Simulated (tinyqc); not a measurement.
Flattening the wire at fixed area: round or elliptic silicon nanowire with anisotropic valleys (Ritz method).

Wire along x = [110] on a (001) wafer, y = [-110], z = [001]. Valley groups (w = inverse masses): A, two valleys along z: w_y = 1/mt, w_z = 1/ml, m_x = mt; B, four valleys in the wafer plane: w_y = (1/ml + 1/mt)/2, w_z = 1/mt, m_x = (ml + mt)/2.

Hard wall on the ellipse (y/a)^2 + (z/b)^2 = 1, c = hbar^2/2m0. With u = y/a, v = z/b the operator is -c [(w_y/a^2) d2/du2 + (w_z/b^2) d2/dv2] on the unit disc. Basis (1 - u^2 - v^2) u^i v^j; S, X and Y are the disc integrals of f f', (df/du)(df'/du) and (df/dv)(df'/dv), from the integral of u^p v^q = 2 Gamma((p+1)/2) Gamma((q+1)/2)/((p + q + 2) Gamma((p+q+2)/2)) for even p, q; H = c (w_y X/a^2 + w_z Y/b^2).

Converged values use 21 functions of each parity class (e or o in u, then in v).

Constants: hbar^2/2m0 = 3.80998211 eV angstrom^2.

Values chosen for the exercise (near those of a Si nanowire; shifted at random, so the results belong to these values and not to a real crystal):
- ml = 0.916 m0 (longitudinal mass)
- mt = 0.192 m0 (transverse mass)
- asp = (0.4, 0.6, 0.8, 1, 1.3, 1.8, 2.5) (ratios a/b)
- area = 33.9 nm^2 (cross-section, kept fixed)

a = sqrt(area x ratio/pi), b = a/ratio, 1 nm^2 = 100 angstrom^2; lowest level of each group.

Levels (eV):
```
a/b  a (angstrom)  b (angstrom)       A       B
0.4          20.8          51.9  0.1280  0.1004
0.6          25.4          42.4  0.0911  0.0853
0.8          29.4          36.7  0.0733  0.0827
1.0          32.8          32.8  0.0632  0.0852
1.3          37.5          28.8  0.0550  0.0932
1.8          44.1          24.5  0.0496  0.1114
2.5          51.9          20.8  0.0491  0.1405
```

What can be read from this table?

Each group is lowest where its stretched ellipse is a circle, at a/b = sqrt(w_y/w_z): 2.18 for A and 0.78 for B. The lowest group is B in the first row and A in the last, crossing between a/b = 0.6 and 0.8; B - A is -28 meV in the first row and +91 meV in the last.

Program tinyqc; command `OMP_NUM_THREADS=1 python tinyqc.py 1250897 1250898 out.jsonl`; about 0.05 s on one thread of a shared Intel(R) Xeon(R) Processor @ 2.30GHz.
